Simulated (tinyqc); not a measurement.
On-chip power grid, static voltage drop by conjugate gradients: one step of the calculation.

A grid of 3 rows and 3 columns, node k = 3 row + column. Neighbours in a row are joined by Rx, in a column by Ry; pad nodes, which reach the supply through Rp: 0, 2, 6, 8. Each node draws I0, node 6 draws kh I0. The drops u = Vdd - V solve G u = i, with G the conductance matrix (1/Rp added on the diagonal at pad nodes).

Task. Conjugate-gradient step. q = G p; with z = r/G_kk: a = (r.z)/(p.q); u(new) = u + a p; r(new) = r - a q; b = (r.z)(new)/(r.z); p(new) = z(new) + b p.

Parameters, values chosen for the exercise:
- Rx = 0.31 ohm (resistance of a horizontal segment)
- Ry = 0.72 ohm (resistance of a vertical segment)
- Rp = 0.054 ohm (resistance from a pad node to the supply)

u at the start (mV):
```
       col 0  col 1  col 2
row 0      0      0      0
row 1      0      0      0
row 2      0      0      0
```

r at the start (mA):
```
       col 0  col 1  col 2
row 0    1.6    1.6    1.6
row 1    1.6    1.6    1.6
row 2    4.8    1.6    1.6
```

p at the start (mV):
```
             col 0       col 1        col 2
row 0  0.069164622  0.20406857  0.069164622
row 1   0.26650746  0.17335922   0.26650746
row 2   0.20749387  0.20406857  0.069164622
```

Give: q; a; u after iteration 1; r after iteration 1; b; p after iteration 1.

Result.

q (mA):
```
        col 0    col 1   col 2
row 0  0.5716   0.9130  0.5716
row 1  0.6565  -0.6863  0.8487
row 2  3.7716   0.4668  0.5716
```

a = 2.1238

u after iteration 1 (mV):
```
         col 0    col 1    col 2
row 0  0.14689  0.43340  0.14689
row 1  0.56601  0.36818  0.56601
row 2  0.44067  0.43340  0.14689
```

r after iteration 1 (mA):
```
         col 0    col 1    col 2
row 0   0.3861  -0.3390   0.3861
row 1   0.2057   3.0575  -0.2024
row 2  -3.2100   0.6087   0.3861
```

b = 0.49930

p after iteration 1 (mV):
```
          col 0    col 1    col 2
row 0   0.05122  0.05865  0.05122
row 1   0.16732  0.41783  0.09936
row 2  -0.03516  0.17952  0.05122
```

Computed by the program tinyqc: `OMP_NUM_THREADS=1 python tinyqc.py 2770213 2770214 out.jsonl`, one thread of a shared Intel Xeon 2.30GHz, about 0.09 s for the whole run.
